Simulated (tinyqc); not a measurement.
One level coupled to a phonon between two leads, self-consistent Born approximation: two steps of the calculation.

Wide-band leads with mu_L = +V/2 and mu_R = -V/2; phonons in equilibrium, Nq = 1/(exp(w0/kB T) - 1). Scattering links only energies that differ by w0, so a ladder E_k = E1 + k w0 closes on itself; terms that reach past its ends are dropped. Gn and Gp are the electron and hole parts of the spectral function A = Gn + Gp.

Values chosen for this exercise: temperature of leads and phonons T = 77 K; phonon energy w0 = 63 meV; level ed = -83 meV; coupling to the left lead GL = 15 meV; coupling to the right lead GR = 9.8 meV; electron-phonon matrix element M = 20 meV; bias V = 240 mV.

Constants: q = 1.602176634e-19 C, kB = 1.380649e-23 J/K, Vt = kB T/q. Results are converted to the units shown.

Problem 1. Scattering functions. Sin(E) = M^2 [(Nq + 1) Gn(E + w0) + Nq Gn(E - w0)], Sout(E) = M^2 [(Nq + 1) Gp(E - w0) + Nq Gp(E + w0)]. Nq = 1/(exp(w0/kB T) - 1).

| rung | Gn after iteration 1 (1/meV) | Gp after iteration 1 (1/meV) |
|---|---|---|
| 0 | 0.014077224 | 2.8526509e-4 |
| 1 | 0.055435390 | 0.034222237 |
| 2 | 0.0026125008 | 0.0041028861 |
| 3 | 7.9707081e-4 | 5.5444237e-4 |
| 4 | 2.2828764e-4 | 3.9445919e-4 |
| 5 | 2.5688066e-8 | 3.5995783e-4 |

Give: Sin; Sout.

Solution 1.

| rung | Sin (meV) | Sout (meV) |
|---|---|---|
| 0 | 22.18 | 0.001030 |
| 1 | 1.046 | 0.1142 |
| 2 | 0.3205 | 13.69 |
| 3 | 0.09140 | 1.641 |
| 4 | 3.427e-5 | 0.2218 |
| 5 | 6.873e-6 | 0.1578 |

Problem 2. Green functions. |G|^2 = 1/[(E - ed)^2 + (GL + GR + Sin + Sout)^2/4], Gn = |G|^2 (GL fL + GR fR + Sin), Gp = |G|^2 (GL (1 - fL) + GR (1 - fR) + Sout), f = 1/(1 + exp((E - mu)/kB T)). On a single ladder the real part of the phonon self-energy, which needs all energies, is left out.

| rung | E (meV) | Sin (meV) | Sout (meV) |
|---|---|---|---|
| 0 | -135 | 22.175825 | 0.0010302585 |
| 1 | -72 | 1.0455027 | 0.11423814 |
| 2 | -9 | 0.32052120 | 13.689942 |
| 3 | 54 | 0.091400577 | 1.6412898 |
| 4 | 117 | 3.4271771e-5 | 0.22180448 |
| 5 | 180 | 6.8725861e-6 | 0.15779555 |

Find: Gn after iteration 2; Gp after iteration 2.

Solution 2.

| rung | Gn after iteration 2 (1/meV) | Gp after iteration 2 (1/meV) |
|---|---|---|
| 0 | 0.014145 | 2.8458e-4 |
| 1 | 0.055454 | 0.034224 |
| 2 | 0.0026177 | 0.0040136 |
| 3 | 7.9655e-4 | 6.0396e-4 |
| 4 | 2.2829e-4 | 3.9482e-4 |
| 5 | 2.5688e-8 | 3.5999e-4 |

Range of the model: The self-consistent Born approximation keeps only non-crossing phonon lines and no Hartree shift; it is rough once the coupling nears the phonon energy.

tinyqc, about 0.09 s, one thread, Intel Xeon 2.30GHz (shared host): `OMP_NUM_THREADS=1 python tinyqc.py 2720034 2720035 out.jsonl`
